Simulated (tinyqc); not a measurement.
Spin coating of a resist or spin-on film: centrifugal thinning, evaporation and the final thickness (Emslie and Meyerhofer models): one step, computed by the program tinyqc.

A Newtonian film stays uniform over the wafer; solvent and solids have the same density and the concentration is uniform through the thickness.

Question. The two-stage estimate. Meyerhofer estimate: flow rules until (1 - c0) K h^3 = e, then evaporation alone: h_w = (e/((1 - c0) K))^(1/3), dry film c0 h_w.

Inputs (values chosen for the exercise, of the order of those of a polymer resist in an ester solvent): solids volume fraction c0 = 0.3.

evaporation rate e = 0.073 micrometre/s

flow constant K = 5.585041e-04 1/(micrometre^2 s)

Give: wet thickness h_w; dry film, estimate; drying time (1 - c0) h_w/e.

Answer.

wet thickness h_w = 5.716 micrometre

dry film, estimate = 1715 nm

drying time (1 - c0) h_w/e = 54.81 s
